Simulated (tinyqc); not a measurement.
Across the transition: q-state Potts model on a small periodic square lattice: enumeration, Metropolis, heat-bath and Wolff steps. Computed by tinyqc, a small Python program. Command: `OMP_NUM_THREADS=1 python tinyqc.py 3110336 3110337 out.jsonl potts walk`. One thread of a shared host (Intel(R) Xeon(R) Processor @ 2.30GHz), about 0.04 s of CPU time with the checks.

E = -J x (number of nearest-neighbour bonds with equal states); n x n sites with periodic edges have 2 n^2 bonds. Order parameter m = (q f - 1)/(q - 1), f being the largest share of one state. Sites are numbered row by row from 0. Here q = 3 and n = 3.

Inputs (values chosen for the exercise, for a model of domains or grain orientations):
```
quantity            value  unit
number of states q      3     -
edge n                  3     -
coupling J             72   meV
temperature T         757     K
```

Constants: k_B = 8.617333262e-05 eV/K.

Method:
- K = J/(k_B T); the infinite square lattice orders at K_c = ln(1 + sqrt(q)); Wolff bond probability p = 1 - exp(-K).
- All q^(n^2) states are counted by their number b of equal bonds; weights g(b) exp(K b), K = J/(k_B T). Per site: u = -J <b>/n^2, c/k_B = K^2 (<b^2> - <b>^2)/n^2.
- m and U = 1 - <m^4>/(3 <m^2>^2) from the same sums; K = K_c T_c/T.

K_c = 1.00505

Exact values for this lattice:
```
T/T_c  share of equal bonds  c (k_B/site)      <m>        U
0.50                0.99860        0.0472  0.99891  0.66644
0.70                0.98299        0.3224  0.98544  0.66309
0.85                0.94381        0.7523  0.94766  0.65169
0.95                0.89867        1.0515  0.90083  0.63529
1.00                0.87106        1.1620  0.87111  0.62377
1.10                0.81016        1.2568  0.80346  0.59424
1.25                0.71984        1.1226  0.69909  0.53855
1.50                0.60698        0.6992  0.56355  0.44431
2.00                0.49791        0.2654  0.42963  0.33138
3.00                0.42569        0.0797  0.34387  0.26976
```

What follows from these numbers?

c is largest, 1.26 k_B, at T/T_c = 1.1: on so small a lattice the transition is a broad bump. At T_c the infinite lattice has a share (1 + 1/sqrt(q))/2 = 0.789 of equal bonds, against 0.871 here. <m> stays at 0.34 at 3 T_c, since the largest share among 9 sites always exceeds 1/q on average.

Extremes, crossings and ranges named in words are read from the listed rows.
